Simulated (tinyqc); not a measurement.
Capacitance measurement on a leaky thin oxide: effects of series resistance and leakage: one step of the calculation.

The device is a capacitance C in parallel with a leakage conductance G, in series with Rs and Ls. An impedance meter reports either a parallel pair (Cp, Gp) from Y = 1/Z = Gp + i w Cp or a series pair (Cs, Rm) from Z = Rm + 1/(i w Cs); w = 2 pi f, dissipation D = Gp/(w |Cp|).

Problem. True capacitance and conductance. EOT = 3.9 tox/eox; CET = EOT + zc + zp; C = 3.9 eps0 A/CET; G = Jg A/Vs.

Inputs (values chosen for the exercise); values of the order met in thin-oxide MOS capacitors: relative permittivity of the gate insulator (close to silicon dioxide) eox = 3.9; insulator thickness tox = 2.9 nm; gate area A = 100 um^2; oxide-equivalent thickness added by the accumulation layer zc = 0.41 nm; oxide-equivalent thickness added by gate depletion zp = 0 nm; gate leakage current density, not matched to the thickness Jg = 1.1 A/cm^2; voltage for an e-fold rise of the leakage Vs = 0.22 V.

Constants: eps0 = 8.8541878128e-14 F/cm where lengths are in cm. Results are converted to the units shown.

Find: EOT; CET; C; G.

Solution.

EOT = 2.9000 nm
CET = 3.3100 nm
C = 1.0432 pF
G = 5.0000 uS

tinyqc, about 0.01 s, one thread, Intel Xeon 2.30GHz (shared host): `OMP_NUM_THREADS=1 python tinyqc.py 2022085 2022086 out.jsonl`
